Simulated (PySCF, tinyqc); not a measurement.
Inside a calculation. Method: RHF in the 6-31g basis, for H4, spin multiplicity 1. The lowest restricted solution is unstable here: a spin-polarised one lies 0.0866 hartree lower (PySCF). One step of it, computed by the program tinyqc.

Problem. Orthogonalisation. S = U s U^T; symmetric (Loewdin) form X = U s^(-1/2) U^T, so that X^T S X = 1.

overlap S:
```
          1H 1s     1H 2s     2H 1s     2H 2s     3H 1s     3H 2s     4H 1s     4H 2s
1H 1s  1.000000  0.658292  0.035386  0.193252  0.002680  0.068601  0.000134  0.020285
1H 2s  0.658292  1.000000  0.193252  0.470978  0.068601  0.248770  0.020285  0.117165
2H 1s  0.035386  0.193252  1.000000  0.658292  0.000134  0.020285  0.002680  0.068601
2H 2s  0.193252  0.470978  0.658292  1.000000  0.020285  0.117165  0.068601  0.248770
3H 1s  0.002680  0.068601  0.000134  0.020285  1.000000  0.658292  0.035386  0.193252
3H 2s  0.068601  0.248770  0.020285  0.117165  0.658292  1.000000  0.193252  0.470978
4H 1s  0.000134  0.020285  0.002680  0.068601  0.035386  0.193252  1.000000  0.658292
4H 2s  0.020285  0.117165  0.068601  0.248770  0.193252  0.470978  0.658292  1.000000
```

Give: eigenvalues of S; X.

Solution.

eigenvalues of S: 0.1764  0.2781  0.3053  0.4158  1.1831  1.3496  1.8323  2.4593

X:
```
         1H 1s    1H 2s    2H 1s    2H 2s    3H 1s    3H 2s    4H 1s    4H 2s
1H 1s   1.2607  -0.5141   0.0254   0.0365  -0.0093   0.0559  -0.0043   0.0014
1H 2s  -0.5141   1.4378   0.0365  -0.3555   0.0559  -0.2167   0.0014   0.0501
2H 1s   0.0254   0.0365   1.2607  -0.5141  -0.0043   0.0014  -0.0093   0.0559
2H 2s   0.0365  -0.3555  -0.5141   1.4378   0.0014   0.0501   0.0559  -0.2167
3H 1s  -0.0093   0.0559  -0.0043   0.0014   1.2607  -0.5141   0.0254   0.0365
3H 2s   0.0559  -0.2167   0.0014   0.0501  -0.5141   1.4378   0.0365  -0.3555
4H 1s  -0.0043   0.0014  -0.0093   0.0559   0.0254   0.0365   1.2607  -0.5141
4H 2s   0.0014   0.0501   0.0559  -0.2167   0.0365  -0.3555  -0.5141   1.4378
```
